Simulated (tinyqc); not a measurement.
Angle of incidence: thin-film optics by transfer matrices.

Indices N = n + i k. Snell: N0 sin(theta) = N_j sin(theta_j), with Im(N_j cos theta_j) >= 0. Admittance y_j = N_j cos theta_j for s and N_j/cos theta_j for p. Phase delta_j = 2 pi N_j cos theta_j d_j/lambda. Layer matrix [[cos delta, -i sin delta/y], [-i y sin delta, cos delta]], multiplied from the top down to M. (B, C) = M (1, y_sub); r = (y0 B - C)/(y0 B + C), R = |r|^2, T = 4 Re y0 Re y_sub/|y0 B + C|^2, absorbed in the films 1 - R - T.

Ellipsometry: rho = tan(Psi) exp(i Delta) = -conj(r_p/r_s) with the r of the admittance formula, Delta in 0 to 360 degrees, so that a bare dielectric at small angles gives Delta = 180.

Parameters, chosen for this exercise (indices near those of Si3N4 on Al; the results hold for these values, not for the real material): lam = 248 nm (vacuum wavelength); n0 = 1 (ambient index); n = (2.319, 0.191) (n of Si3N4, substrate); k = (0.005, 2.97) (k in the same order); d = (81) nm (thicknesses, top first).

Both polarisations.

Stack:

| theta (degrees) | R_s | R_p | Psi | Delta |
|---|---|---|---|---|
| 0 | 0.8682 | 0.8682 | 45.00 | 180.00 |
| 15 | 0.8642 | 0.8604 | 44.94 | 181.76 |
| 30 | 0.8502 | 0.8375 | 44.78 | 188.40 |
| 45 | 0.8203 | 0.8081 | 44.79 | 203.38 |
| 55 | 0.7871 | 0.8009 | 45.25 | 219.68 |
| 60 | 0.7662 | 0.8068 | 45.74 | 229.96 |
| 65 | 0.7433 | 0.8209 | 46.42 | 241.92 |
| 75 | 0.7112 | 0.8740 | 47.95 | 273.86 |
| 80 | 0.7309 | 0.9112 | 48.15 | 296.73 |
| 85 | 0.8176 | 0.9537 | 47.20 | 325.94 |

Give the missing row, theta (degrees) = 70.

Computed row:
```
theta (degrees)     R_s     R_p    Psi   Delta
70               0.7221  0.8435  47.22  256.16
```

R_s and R_p agree at normal incidence (0.8682). R_p is lowest at 55 degrees of those listed (0.8009), where R_s = 0.7871: the two are within a factor 2 of each other, so the minimum selects polarisation poorly. R_s does not rise steadily, because the phase thickness of the films changes with the angle. R_p exceeds R_s at 55, 60, 65, 70, 75, 80 and 85 degrees, where Psi is above 45.

Program tinyqc; command `OMP_NUM_THREADS=1 python tinyqc.py 1651328 1651329 out.jsonl`; about 0.01 s on one thread of a shared Intel(R) Xeon(R) Processor @ 2.30GHz.
